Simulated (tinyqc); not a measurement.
Worked calculation: WKB tunnelling through a gate dielectric with a two-band (Franz) dispersion. Values are carried at full precision from step to step, so a last printed digit may differ when a step is redone from the rounded ones.

Constants: hbar^2/2m0 = 3.80998211 eV angstrom^2.

Inputs chosen for the exercise (of the size used for Si3N4 on silicon; not measured data): phi = 2 eV (barrier above the electron energy at the emitter); t = 15 angstrom (thickness); V = 1.8 V (voltage across the layer); Eg = 5.15 eV (gap of the dielectric); m = 0.39 m0 (mass at the conduction edge).

## Shape of the barrier

Field V/t (1 V/angstrom = 100 MV/cm), the end of the forbidden region x_e = min(t, phi t/V), and u there.

field = 12.00 MV/cm
x_e = 15.00 angstrom
u(x_e) = 0.200 eV

V < phi: a trapezoid, direct tunnelling through the whole layer. This field is near or beyond what Si3N4 bears for long; the numbers are an exercise.

## Decay constant through the layer

At depth x the conduction edge lies u(x) = phi - V x/t above the electron. Parabolic: kappa = sqrt(m u/c). Franz: kappa = sqrt(m u (1 - u/Eg)/c), which vanishes at both band edges. c = hbar^2/2m0. T = exp(-2 integral of kappa dx) over the region u > 0; no image force, no prefactor, zero transverse momentum. The region ends at x_e = min(t, phi t/V); x_e < t is the Fowler-Nordheim regime.

Nine points x = j x_e/8.

kappa (1/angstrom):
```
x (angstrom)  u (eV)  parabolic   Franz
0.000         2.0000     0.4525  0.3539
1.875         1.7750     0.4263  0.3451
3.750         1.5500     0.3983  0.3330
5.625         1.3250     0.3683  0.3174
7.500         1.1000     0.3356  0.2976
9.375         0.8750     0.2993  0.2727
11.250        0.6500     0.2579  0.2411
13.125        0.4250     0.2086  0.1998
15.000        0.2000     0.1431  0.1403
```

At the emitter the Franz value is 21.8 % below the parabolic one, the factor sqrt(1 - phi/Eg).

## The integrals by Simpson's rule

Weights 1, 4, 2, 4, 2, 4, 2, 4, 1 times a third of the spacing.

integral of kappa dx: parabolic 4.868, Franz 4.236

## The integrals in closed form

Parabolic: (2/3) sqrt(m/c) (t/V) (phi^(3/2) - u_e^(3/2)). Franz: sqrt(m/c) Eg^(3/2) (t/V) (f(phi/Eg) - f(u_e/Eg)) with f(y) = ((2y - 1) sqrt(y (1 - y)) + arcsin(sqrt y))/4. u_e = max(phi - V, 0). T = exp(-2 I).

integral of kappa dx: parabolic 4.8684, Franz 4.2362

T: parabolic 5.91e-05, Franz 0.000209

The two-band dispersion raises T by a factor 3.54.

## Checks

- Franz integral in closed form against adaptive quadrature: both 4.23622.

tinyqc: `OMP_NUM_THREADS=1 python tinyqc.py 1482581 1482582 out.jsonl`; about 0.01 s, one thread, shared Intel(R) Xeon(R) Processor @ 2.30GHz.
